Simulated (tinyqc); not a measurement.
Nanowire ballistic transistor, top-of-the-barrier model: one step of the calculation.

At the top of the source barrier, states moving towards the drain are filled by the source (Fermi level 0) and states moving back by the drain (Fermi level -q Vd); nothing scatters. U is the shift of the band edge there, set by the capacitances CG, CD and CS (the total) and by the charge. Parabolic one-dimensional subband; the source is grounded.

Question. Current, mean velocity and share of the gate voltage. N0 = gv sqrt(2 m kB T/pi)/hbar, CG = 2 pi eps0 eox/ln(1 + 2 tox/d), CS = CG/aG, n0 = n at U = 0 and Vd = 0. eta1 = -(E0 + U)/Vt, eta2 = eta1 - Vd/Vt, n = (N0/2)[F_(-1/2)(eta1) + F_(-1/2)(eta2)], F_(-1/2)(x) = (1/sqrt(pi)) int_0^infinity u^(-1/2)/(1 + exp(u - x)) du. I = gv (2 q^2/h) Vt [ln(1 + exp eta1) - ln(1 + exp eta2)]. Mean velocity I/(q n). CQ = (q/Vt) dn/d(eta1); the band edge follows the gate as -dU/dVg = aG/(1 + CQ/CS).

Values chosen for this exercise; mass and valleys close to those of gallium arsenide: temperature T = 200 K; effective mass m = 0.0701 m0; valley degeneracy gv = 1; relative permittivity of the gate insulator eox = 3.9; insulator thickness tox = 2.9 nm; wire diameter d = 3 nm; gate control CG/CS aG = 0.86; band edge at the barrier top above the source Fermi level at zero bias E0 = 0.16 eV; drain voltage Vd = 0.5 V.

Constants: q = 1.602176634e-19 C, kB = 1.380649e-23 J/K, hbar = 1.054571817e-34 J s, h = 6.62607015e-34 J s, m0 = 9.1093837015e-31 kg, Vt = kB T/q, eps0 = 8.8541878128e-14 F/cm where lengths are in cm. Results are converted to the units shown.

converged U = -0.33065096 eV

Give: eta1; n; I; mean velocity; CQ; -dU/dVg.

Answer.

eta1 = 9.902
n = 1.776e6 cm^-1
I = 13.22 uA
mean velocity = 4.648e7 cm/s
CQ = 0.8494 pF/cm
-dU/dVg = 0.6313 eV/V

The carriers from the source are degenerate (eta1 = 9.90), and the mean velocity is 2.80 times vT = sqrt(2 kB T/(pi m)) = 1.66e7 cm/s.

Program tinyqc, `OMP_NUM_THREADS=1 python tinyqc.py 2400083 2400084 out.jsonl`; Intel Xeon 2.30GHz, shared host, one thread, about 0.04 s.
